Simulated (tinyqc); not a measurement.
# Length offset and series resistance from crossing lines

Problem. R_total = Rs + k (L - dL)/Vo with constant Rs, dL and k. Find k, dL and Rs.

R_total at (L, Vo) = (60, 0.4), (180, 0.4), (60, 0.81) and (180, 0.81), L in nm and Vo in V (ohm um): [943.12500, 2533.1250, 658.08642, 1443.2716]

Answer. At each overdrive R is a straight line in L with slope k/Vo; the two lines cross at L = dL, R = Rs.

k = 5.30 ohm um V/nm
dL = 17.5 nm
Rs = 380 ohm um

Computed by the program tinyqc: `OMP_NUM_THREADS=1 python tinyqc.py 2282161 2282162 out.jsonl`, one thread of a shared Intel Xeon 2.30GHz, about 0.05 s for the whole run.
